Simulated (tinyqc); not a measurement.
# From one set of inputs to another, one input at a time

Model: specific resistance of a metal-semiconductor contact and its transmission-line measurement. Computed by tinyqc, a small Python program. Command: `OMP_NUM_THREADS=1 python tinyqc.py 3022805 3022806 out.jsonl contact ladder`. One thread of a shared host (Intel(R) Xeon(R) Processor @ 2.30GHz), about 0.02 s of CPU time with the checks.

The barrier is parabolic (depletion approximation), energies E are normal energies counted from the band edge in the neutral semiconductor (downwards for holes), and the bias is zero. xi is an input, held fixed when other inputs move.

The inputs printed are set A. Set A is modelled on n-type germanium; the values taken over come from a set modelled on p-type SiGe. Inputs not listed in the table keep their values of set A, so the rows need not describe a real material.

Inputs (values chosen for the exercise, modelled on n-type germanium):

| quantity | value | unit |
|---|---|---|
| tunnelling mass m | 0.11 | m_0 |
| permittivity eps | 16 | - |
| Richardson constant A* | 143 | A/(cm^2 K^2) |
| barrier height phi_B | 0.44 | eV |
| doping N | 3.7e+19 | 1/cm^3 |
| Fermi level above the band edge in the bulk, xi | 0.073 | eV |
| temperature T | 77 | K |
| sheet resistance R_sh | 36 | ohm |
| contact length d | 4.2 | micrometre |
| contact width W | 3.8 | micrometre |

Image-force lowering: included.

Constants: hbar = 1.054571817e-34 J s; eps_0 = 8.8541878128e-12 F/m; m_0 = 9.1093837015e-31 kg; k_B = 8.617333262e-05 eV/K; e = 1.602176634e-19 C.

Method:
- E_00 = (e hbar/2) sqrt(N/(eps eps_0 m)); band bending E_b = phi_B + xi; depletion width w = sqrt(2 eps eps_0 E_b/(e^2 N)). Image lowering d_phi = (e^3 N E_b/(8 pi^2 (eps eps_0)^3))^(1/4) (E_b in volts), and E_b - d_phi replaces E_b everywhere except in w.
- WKB transmission for E < E_b, with a = E/E_b: D = exp{-(E_b/E_00) [sqrt(1 - a) - a ln((1 + sqrt(1 - a))/sqrt(a))]}; D = 1 above.
- At zero bias 1/rho_c = (e A*/k_B^2) int D(E) f(E) dE, f = 1/(1 + exp((E - xi)/k_B T)); 200 Gauss-Legendre points from 0 to E_b, and k_B T ln(1 + exp((xi - E_b)/k_B T)) for the part above the barrier; the share of tunnelling is the part below.
- Transmission-line model: transfer length L_T = sqrt(rho_c/R_sh); R_c = (R_sh L_T/W) coth(d/L_T). Limits: rho_c/(W d) for d << L_T, sqrt(rho_c R_sh)/W for d >> L_T.

Each row keeps all changes above it:

| input moved | from | to | specific contact resistance rho_c (ohm cm^2) | contact resistance R_c (ohm) | transfer length L_T (micrometre) |
|---|---|---|---|---|---|
| set A | - | - | 1.970e-08 | 2.216 | 0.2339 |
| temperature T (K) | 77 | 500 | 7.971e-09 | 1.410 | 0.1488 |
| barrier height phi_B (eV) | 0.44 | 0.3 | 2.505e-09 | 0.790 | 0.0834 |
| sheet resistance R_sh (ohm) | 36 | 150 | 2.505e-09 | 1.613 | 0.0409 |
| contact length d (micrometre) | 4.2 | 14 | 2.505e-09 | 1.613 | 0.0409 |
| tunnelling mass m (m_0) | 0.11 | 0.31 | 4.699e-09 | 2.209 | 0.0560 |
| Richardson constant A* (A/(cm^2 K^2)) | 143 | 29.7 | 2.263e-08 | 4.848 | 0.1228 |
| doping N (1/cm^3) | 3.7e+19 | 1.9e+20 | 6.020e-09 | 2.501 | 0.0634 |

Specific contact resistance rho_c goes from 1.97e-8 to 6.02e-9, a factor 0.306 in all. The largest single move comes from Richardson constant A* (a factor 4.81), but it runs against the net change; the largest move in the direction of the net change is doping N (a factor 0.266). Contact resistance R_c goes from 2.22 to 2.50, a factor 1.13 in all. The largest single move comes from Richardson constant A* (a factor 2.19), and doping N works against it (a factor 0.516). Transfer length L_T goes from 0.234 to 0.0634, a factor 0.271 in all. The largest single move comes from Richardson constant A* (a factor 2.19), but it runs against the net change; the largest move in the direction of the net change is sheet resistance R_sh (a factor 0.490). The single moves hold for this order of the switches; the total does not depend on the order.

Extremes, crossings and ranges named in words are read from the listed rows.
